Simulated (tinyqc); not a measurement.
Elastic strain and critical thickness of a cubic alloy layer A(1-x)B(x) on a thick substrate: one step, computed by the program tinyqc.

Strain is positive in tension. The layer is coherent with the substrate unless said otherwise.

Task: Symmetric X-ray reflection. Reflection 111: d = a_perp/sqrt(3), with a_perp = a (1 + e_perp) for the coherent layer, a for the relaxed layer and a_S for the substrate; sin(theta) = lambda/(2 d).

Inputs (values chosen for the exercise, for a model alloy): substrate lattice constant a_S = 5.651 angstrom; X-ray wavelength = 1.540593 angstrom.

Growth plane: (111).

free lattice constant a = 5.54904 angstrom

normal strain e_perp = -0.006485197

Give: Bragg angles; peak separation of the coherent layer.

Result:

Bragg angles:
```
crystal         a_perp (angstrom)  theta (degrees)  from substrate (arcsec)
substrate                   5.651            13.66                        0
coherent layer              5.513            14.00                     1255
relaxed layer               5.549            13.91                      921
```

peak separation of the coherent layer = 1255 arcsec
